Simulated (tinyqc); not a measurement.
Gupta-type many-body potential for a metal. Convergence with the number of shells. Computed by tinyqc, a small Python program. Command: `OMP_NUM_THREADS=1 python tinyqc.py 3031490 3031491 out.jsonl gupta sweep`. One thread of a shared host (Intel(R) Xeon(R) Processor @ 2.30GHz), about 0.01 s of CPU time with the checks.

E_i = sum_j A exp(-p (r_ij/r0 - 1)) - xi rho_i^gamma, with rho_i = sum_j exp(-2 q (r_ij/r0 - 1)); gamma = 1/2 is the tight-binding second-moment form. The crystal is fcc unless stated; d is the neighbour distance and a fixed number of shells is kept.

Inputs (values chosen for the exercise, for a model metal):

| quantity | value | unit |
|---|---|---|
| repulsion A | 0.285 | eV |
| hopping xi | 3.51 | eV |
| decay p | 10.7 | - |
| decay q | 4.08 | - |
| reference distance r0 | 2.775 | angstrom |
| embedding exponent gamma | 0.45 | - |

Constants: 1 eV/angstrom^3 = 160.2176634 GPa.

Method:
- fcc shells: d sqrt(k), k = 1..5, with 12, 6, 24, 12, 24 atoms; Omega = d^3/sqrt2.
- Equilibrium: dE/dd = 0; B = d^2 E''(d)/(9 Omega).
- Repulsion and density of one neighbour in each shell, and their sums.
- Each neighbour j of the vacancy loses one repulsive term and one density term: E_v = sum_shells count x {-repulsion - xi [(rho - density)^gamma - rho^gamma]}. (The removed atom returns to a bulk-like site, so its own energy cancels.)

One run for each value:

| shells kept | cohesive energy E_c (eV) | neighbour distance d (angstrom) | bulk modulus B (GPa) | vacancy energy E_v (eV) |
|---|---|---|---|---|
| 1 | 7.3338 | 2.7455 | 343.12 | 1.3131 |
| 2 | 7.3983 | 2.7430 | 349.23 | 1.3058 |
| 3 | 7.4222 | 2.7412 | 351.30 | 1.2983 |
| 4 | 7.4237 | 2.7410 | 351.40 | 1.2976 |
| 5 | 7.4241 | 2.7409 | 351.41 | 1.2973 |

What does the table show?

Over the rows, cohesive energy E_c (eV) rises from 7.334 to 7.424; neighbour distance d (angstrom) falls from 2.7455 to 2.7409; bulk modulus B (GPa) rises from 343 to 351.
